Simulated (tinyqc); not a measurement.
What each value does: bond-orbital model of a tetrahedral semiconductor (Harrison's universal couplings).

Hybrid level eh = (es + 3 ep)/4; metallic energy V1 = (ep - es)/4 for each atom; covalent energy V2 = 3.22 hbar^2/(m d^2); polar energy V3 = (ehc - eha)/2; hbar^2/m = 2c, c = hbar^2/2m0. Polarity ap = V3/sqrt(V2^2 + V3^2), covalency ac = V2/sqrt(V2^2 + V3^2). p-p coupling at Gamma Exx = (4/3)(2.22 - 2 x 0.63) hbar^2/(m d^2) = 1.28 hbar^2/(m d^2), s-s coupling Ess = 4 x 1.32 hbar^2/(m d^2).

Constants: hbar^2/2m0 = 3.80998211 eV angstrom^2.

Parameters, chosen for this exercise (near tabulated values for InSb; the model gives trends, and its gaps can be far from the real ones; shifted at random, so the results belong to these values and not to a real crystal):
```
symbol  value   unit      meaning
esc     -10.25  eV        s level, cation
epc     -5.43   eV        p level, cation
esa     -15.81  eV        s level, anion
epa     -8.02   eV        p level, anion
d       2.81    angstrom  bond length
```

The bond-antibond splitting is 2 sqrt(V2^2 + V3^2). E0 is the upper root of [[esa, 5.28 u], [5.28 u, esc]] less the lower root of [[epa, 1.28 u], [1.28 u, epc]], u = hbar^2/(m d^2). Each row changes one parameter from the base and keeps the others.

Results:
```
case                   ap  bond-antibond splitting (eV)  Ev (eV)  E0 (eV)
base               0.4726                         7.052   -8.515    1.289
esc = -9.75 eV     0.4862                         7.112   -8.515    1.663
epc = -4.93 eV     0.5123                         7.237   -8.453    1.227
esa = -15.31 eV    0.4586                         6.994   -8.515    1.424
epa = -7.52 eV     0.4297                         6.883   -8.093    0.867
d = 2.86 angstrom  0.4856                         6.863   -8.485    1.105
```

The largest shifts from the base row, up to three for each result and ties (the steps differ in size, so this ranks the rows, not the parameters). ap: epa -0.0429, epc +0.0398, esa -0.0139. bond-antibond splitting (eV): d -0.189, epc +0.185, epa -0.169. Ev (eV): epa +0.422, epc +0.062, d +0.029; unchanged at the printed digits by esc and esa. E0 (eV): epa -0.422, esc +0.374, d -0.184.

Program tinyqc; command `OMP_NUM_THREADS=1 python tinyqc.py 1450986 1450987 out.jsonl`; about 0.01 s on one thread of a shared Intel(R) Xeon(R) Processor @ 2.30GHz.
